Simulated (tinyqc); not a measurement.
Where the concentration falls to given levels: concentration-dependent dopant diffusion with charged defects and the built-in field. Computed by tinyqc, a small Python program. Command: `OMP_NUM_THREADS=1 python tinyqc.py 3022412 3022413 out.jsonl extrinsic walk`. One thread of a shared host (Intel(R) Xeon(R) Processor @ 2.30GHz), about 0.1 s of CPU time with the checks.

A constant source C_s feeds a half space. The dopant moves through neutral point defects and through charged ones, whose number grows with the majority carrier density n.

Inputs (values chosen for the exercise, modelled on arsenic in silicon):
```
quantity                        value    unit
neutral prefactor D0x         0.00997  cm^2/s
neutral activation energy E0     3.44      eV
singly charged prefactor D01     29.7  cm^2/s
activation energy E1             4.14      eV
surface concentration C_s     6.6e+19  1/cm^3
temperature T                    1025       C
time t                            310       s
```

Field enhancement: off.

Constants: k_B = 8.617333262e-05 eV/K.

Method:
- n_i = 3.87e16 T^1.5 exp(-7014/T) per cm^3 (T in kelvin, an empirical form); each D = prefactor x exp(-E/(k_B T)); the intrinsic diffusivity D_i is their sum.
- Temperatures in kelvin are T(C) + 273.15.
- n = C/2 + sqrt(C^2/4 + n_i^2); D(C) = h [Dx + D1 (n/n_i)], h = 1.
- With y = x/sqrt(D_s t), u = C/C_s and q = -(D/D_s) du/dy: du/dy = -q D_s/D, dq/dy = -(y/2) q D_s/D, u(0) = 1. The surface flux q(0) is shot so that u tends to 0 (LSODA, an adaptive multistep solver, relative tolerance 1e-10). Dose Q = 2 q(0) C_s sqrt(D_s t).
- For comparison, erfc profiles with a constant D: x = 2 sqrt(D t) erfc^-1(C/C_s), with D = D_i and D = D_s.

partial diffusivities (cm^2/s): Dx 4.40212e-16, D1 2.51263e-15

n_i = 8.15029e+18 1/cm^3

surface diffusivity D_s = 2.10929e-14 cm^2/s

intrinsic diffusivity D_i = 2.95284e-15 cm^2/s

Depth (nm):
```
C/C_s       D/D_s    full  erfc with D_i  erfc with D_s
8.00e-01  0.81055  10.326          3.428           9.16
5.00e-01  0.53101  23.440          9.126          24.39
2.00e-01  0.27062  35.490         17.340          46.34
1.00e-01  0.19762  40.312         22.256          59.48
3.00e-02  0.15534  46.035         29.363          78.48
1.00e-02  0.14491  50.190         34.852          93.15
1.00e-03  0.14048  57.683         44.523         119.00
1.00e-04  0.14004  64.304         52.642         140.70
```

The depth between C/C_s = 0.1 and 1e-4 spans 24.0 nm in the full profile, against 30.4 nm for D_i and 81.2 nm for D_s; the ratio of the depths at 1e-4 and at 0.5 is 2.74, against 5.77 for any erfc. The profile is box-like: fast diffusion in the heavily doped part feeds a front that moves slowly where D drops to D_i. Caution: the built-in field is switched off although C_s exceeds n_i; with it D_s would be larger by the factor 1 + C_s/sqrt(C_s^2 + 4 n_i^2). Caution: at such a C_s dopants can cluster or exceed their solubility, which the model leaves out.
